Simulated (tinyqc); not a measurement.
MOSFET in saturation, small-signal circuit and noise: one step of the calculation.

Bias by the inversion coefficient IC = I/Ispec (charge-based model with velocity saturation; weak inversion below 0.1, strong above 10). Common-source circuit: gm, gds, Cgs, Cgd and Cj at the inner nodes, Rg in series with the gate; quasi-static, no source or drain resistance, no gate-body capacitance, no substrate network, no induced gate noise, so fmax is an upper estimate.

Problem. Capacitances, gate resistance and cut-off frequencies. qs = [sqrt(1 + 4 IC) - 1]/2, Cgs = Cox W L qs (2 qs + 3)/(3 (qs + 1)^2) + Cov W, Cgd = Cov W, Cd = Cj W, Rg = Rsh (Wf/L)/(12 Nf) + Rc/W with Nf = W/Wf fingers (not rounded) contacted at both ends. fT = gm/(2 pi (Cgs + Cgd)), fmax = fT/(2 sqrt(Rg (gds + 2 pi fT Cgd))).

Parameters, values chosen for the exercise:
- L = 40 nm (gate length)
- W = 5 um (total gate width)
- Cox = 1.69 uF/cm^2 (gate capacitance)
- Cov = 0.27 fF/um (overlap and fringe capacitance per side)
- Cj = 0.88 fF/um (drain junction capacitance)
- Rsh = 20 ohm (sheet resistance of the gate)
- Wf = 4 um (finger width)
- Rc = 300 ohm um (gate contact and vertical resistance)
- IC = 1.7 (inversion coefficient)

gm = 3.0349510 mS
gds = 0.30349510 mS

Find: Cgs; Cgd; Cd; Rg; fT; fmax.

Solution.

Cgs = 2.696 fF
Cgd = 1.350 fF
Cd = 4.400 fF
Rg = 193.3 ohm
fT = 119.4 GHz
fmax = 118.3 GHz

Overlap and fringe make up 66.7 % of the gate capacitance; fmax is 0.991 times fT.

Program tinyqc, `OMP_NUM_THREADS=1 python tinyqc.py 2150119 2150120 out.jsonl`; Intel Xeon 2.30GHz, shared host, one thread, about 0.01 s.
